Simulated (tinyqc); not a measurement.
Box-like doped layer, carriers, mobility and sheet resistance with incomplete ionisation: one step of the calculation.

An n-type layer from the surface x = 0 to the junction xj, N(x) = N0 for x < xb and N0 10^(-(x - xb)/Lt) beyond. Local neutrality (no depletion at surface or junction, no spilling of carriers), intrinsic carriers neglected, Boltzmann statistics.

Problem. Junction depth and local values. xj = xb + Lt log10(N0/Nb); 14 equal steps from 0 to xj. Active dopant A = min(N, Ns); n solves n (n + Nb)/(A - Nb - n) = K, K = (NB/gd) exp(-E/Vt), E = max(Ei - ks A^(1/3), 0), so n = 2 K (A - Nb)/[Nb + K + sqrt((Nb + K)^2 + 4 K (A - Nb))]; mobility mu = m1 + (m2 (T/300 K)^(-bt) - m1)/(1 + ((A + Nb)/Nr)^am).

Parameters, values chosen for the exercise; values close to those of nitrogen in 4H silicon carbide over a p-type background:
```
symbol    value        unit                                 meaning
T           250           K                             temperature
Nb       2.2e15       cm^-3  background doping of the opposite type
N0       3.1e17       cm^-3             peak chemical concentration
m1         39.8  cm^2/(V s)           mobility limit at high doping
m2          979  cm^2/(V s)  mobility limit at low doping, at 300 K
Nr      1.96e17       cm^-3    reference doping of the mobility law
am        0.617                        exponent of the mobility law
bt          2.5                          temperature exponent of m2
Ns      4.93e19       cm^-3       solubility limit of active dopant
NB      1.26e19       cm^-3  conduction-band density of states at T
Ei       0.0591          eV   ionisation energy in the dilute limit
gd            2                      degeneracy factor of the level
ks       1.4e-8       eV cm              lowering of Ei per N^(1/3)
xb          130          nm                   depth of the flat top
Lt           41   nm/decade                  abruptness of the tail
```

Constants: q = 1.602176634e-19 C, kB = 1.380649e-23 J/K, Vt = kB T/q. Results are converted to the units shown.

Wanted: xj; x; N; A; n; mu.

Solution.

xj = 218.1 nm

```
point	x (nm)	N (cm^-3)	A (cm^-3)	n (1e17 cm^-3)	mu (cm^2/(V s))
0	0.0	3.100e17	3.100e17	2.259	684.8
1	15.6	3.100e17	3.100e17	2.259	684.8
2	31.2	3.100e17	3.100e17	2.259	684.8
3	46.7	3.100e17	3.100e17	2.259	684.8
4	62.3	3.100e17	3.100e17	2.259	684.8
5	77.9	3.100e17	3.100e17	2.259	684.8
6	93.5	3.100e17	3.100e17	2.259	684.8
7	109.1	3.100e17	3.100e17	2.259	684.8
8	124.6	3.100e17	3.100e17	2.259	684.8
9	140.2	1.747e17	1.747e17	1.389	815.8
10	155.8	7.283e16	7.283e16	0.629	1009
11	171.4	3.036e16	3.036e16	0.266	1171
12	186.9	1.266e16	1.266e16	0.102	1290
13	202.5	5.277e15	5.277e15	0.030	1367
14	218.1	2.200e15	2.200e15	0.000	1412
```

At the point of highest doping 73.4 % of the net active dopant gives free carriers. The mobility runs from 685 to 1410 cm^2/(V s).

Range of the model: The layer is thin and light enough that depletion at the surface and the junction, left out here, would remove a good share of its carriers.

Program tinyqc, `OMP_NUM_THREADS=1 python tinyqc.py 2110022 2110023 out.jsonl`; Intel Xeon 2.30GHz, shared host, one thread, about 0.01 s.
